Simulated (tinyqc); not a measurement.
Worked calculation: Born-Oppenheimer dynamics on the UHF/sto-6g surface (energies and gradients from PySCF), for H2+, spin multiplicity 2. Computed by tinyqc, a small Python program that keeps every step (integrals from PySCF). Settings: charge = 1, multiplicity = 2, basis = sto-6g, time step (fs) = 2.0, steps = 16. Command: `OMP_NUM_THREADS=1 python tinyqc.py 28556 28557 out.jsonl` (the two numbers bound the seeds that draw the settings). One thread of a shared host (Intel(R) Xeon(R) Processor @ 2.60GHz), about 0.2 s of CPU time with the checks.

positions (bohr), order 1H, 2H:
```
[[0.000000, 0.000000, 0.000000],
 [0.000000, 0.000000, 1.528788]]
```

The total energy should stay constant up to terms of order dt^2; the step counts as short enough if it moves by less than 2 % of the largest kinetic energy.

Trajectory:
```
time (fs)  1H-2H (angstrom)  potential (hartree)  kinetic (hartree)  total (hartree)
0.000000           0.809000          -0.56267547         0.00040152      -0.56227395
2.000000           1.010739          -0.58574901         0.01267580      -0.57307321
4.000000           1.268644          -0.57809012         0.00844313      -0.56964698
6.000000           1.385876          -0.56918564         0.00023627      -0.56894937
8.000000           1.331136          -0.57355932         0.00436696      -0.56919236
10.000000          1.116114          -0.58559710         0.01402482      -0.57157228
12.000000          0.847631          -0.57056318         0.00168089      -0.56888229
14.000000          0.948981          -0.58277187         0.00742569      -0.57534618
16.000000          1.199387          -0.58227359         0.00920288      -0.57307072
18.000000          1.340632          -0.57282356         0.00086363      -0.57195993
20.000000          1.319231          -0.57446599         0.00239910      -0.57206689
22.000000          1.140728          -0.58485222         0.01105708      -0.57379514
24.000000          0.889930          -0.57697435         0.00335320      -0.57362115
26.000000          0.904458          -0.57871273         0.00414911      -0.57456362
28.000000          1.152790          -0.58440899         0.01037816      -0.57403083
30.000000          1.320368          -0.57438018         0.00189703      -0.57248314
32.000000          1.330529          -0.57360599         0.00117451      -0.57243149
```

Is the time step short enough?

No. The total energy moves within 1.3e-02 hartree; that is over 2 % of the largest kinetic energy, so the time step is too long.
